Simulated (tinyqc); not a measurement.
# Read current of a NAND string, cells in series solved by shooting: what changes with what

Cells in series, numbered from 0 at the source line (0 V) to the bit line, each followed by a gap resistance Rg. A cell with gate Vg, threshold VT, source Vs and drain Vd passes I = 2 nf K Vt^2 [F(Vs) - F(Vd)]/(1 + th max(Vg - VT, 0)), F(V) = ln^2(1 + exp((Vg - VT - nf V)/(2 nf Vt))). The selected cell has Vg = Vr, the others Vg = Vp.

Inputs (values chosen for the exercise); values of the order met in vertical NAND strings:

| symbol | value | unit | meaning |
|---|---|---|---|
| T | 300 | K | temperature |
| K | 5.4 | uA/V^2 | gain factor of a cell |
| nf | 1.3 |  | slope factor |
| th | 0.19 | 1/V | mobility reduction factor |
| Rg | 12 | kohm | resistance of the gap between cells |
| Vbl | 0.5 | V | bit-line voltage |
| Vp | 7.7 | V | pass voltage |
| Ve | -2.2 | V | threshold of an erased cell |
| Vh | 4.2 | V | threshold of the highest state |
| Vx | 0.5 | V | threshold of the selected cell |
| Is | 10 | nA | sensing current |
| Vr | 1.19 | V | read voltage on the selected word line |

Constants: q = 1.602176634e-19 C, kB = 1.380649e-23 J/K, Vt = kB T/q. Results are converted to the units shown.

Each table varies one quantity; the others keep the values above.

## Read current against the number of cells

For a trial current I start at 0 V and, cell by cell, solve for the drain: sqrt(F(Vd)) = sqrt(F(Vs) - I/k), k = 2 nf K Vt^2/(1 + th max(Vg - VT, 0)), Vd = [Vg - VT - 2 nf Vt ln(exp(sqrt F) - 1)]/nf, then add I Rg. The string current is the I for which the last node reaches Vbl. The apparent threshold is the Vr at which I = Is. Background: all other cells erased (VT = Ve) or all in the highest state (VT = Vh); ratio and shift are high over erased and high minus erased. The selected cell is in the middle, cell n/2.

Read current against the number of cells:

| n | I, others erased (uA) | I, others high (uA) | ratio | apparent VT, erased (V) | apparent VT, high (V) | background shift (mV) |
|---|---|---|---|---|---|---|
| 8 | 0.4607 | 0.3653 | 0.7929 | 0.5437 | 0.5455 | 1.800 |
| 16 | 0.3095 | 0.2247 | 0.7261 | 0.5471 | 0.5507 | 3.605 |
| 32 | 0.1858 | 0.1262 | 0.6793 | 0.5541 | 0.5613 | 7.235 |
| 64 | 0.1030 | 0.06712 | 0.6515 | 0.5679 | 0.5825 | 14.57 |
| 96 | 0.07124 | 0.04570 | 0.6416 | 0.5818 | 0.6038 | 21.99 |
| 128 | 0.05444 | 0.03465 | 0.6364 | 0.5957 | 0.6252 | 29.52 |
| 192 | 0.03699 | 0.02335 | 0.6312 | 0.6236 | 0.6684 | 44.89 |

With erased neighbours the current falls from 0.461 to 0.0370 uA, as n^(-0.57) between the first two rows and n^(-0.95) between the last two (-1 once the series resistance rules). The ratio falls from 0.793 to 0.631 and the background shift rises from 1.80 to 44.9 mV.

## Effect of the pass voltage

Same model as above.

The string has 64 cells and the selected one is cell 32.

Effect of the pass voltage:

| Vp (V) | I, others erased (uA) | I, others high (uA) | ratio | apparent VT, erased (V) | apparent VT, high (V) | background shift (mV) |
|---|---|---|---|---|---|---|
| 4.8 | 0.09238 | 0.01026 | 0.1111 | 0.5712 | 0.8462 | 275.0 |
| 5.3 | 0.09463 | 0.02559 | 0.2704 | 0.5705 | 0.6346 | 64.11 |
| 5.8 | 0.09668 | 0.03773 | 0.3902 | 0.5698 | 0.6101 | 40.27 |
| 6.3 | 0.09855 | 0.04754 | 0.4824 | 0.5692 | 0.5978 | 28.57 |
| 6.8 | 0.1003 | 0.05563 | 0.5549 | 0.5687 | 0.5904 | 21.68 |
| 7.3 | 0.1018 | 0.06243 | 0.6130 | 0.5683 | 0.5854 | 17.17 |
| 7.8 | 0.1033 | 0.06821 | 0.6603 | 0.5678 | 0.5819 | 14.01 |
| 8.3 | 0.1047 | 0.07319 | 0.6993 | 0.5675 | 0.5792 | 11.70 |

Read the table: what changes, and by how much?

As Vp goes from 4.8 to 8.3 V, the current with erased neighbours rises from 0.0924 to 0.105 uA, that with high neighbours rises from 0.0103 to 0.0732 uA and the ratio rises from 0.111 to 0.699. The background shift falls from 275 to 11.7 mV. A higher pass voltage also disturbs erased cells more, which this model leaves out.

Computed by the program tinyqc: `OMP_NUM_THREADS=1 python tinyqc.py 2142228 2142229 out.jsonl`, one thread of a shared Intel Xeon 2.30GHz, about 0.7 s for the whole run.
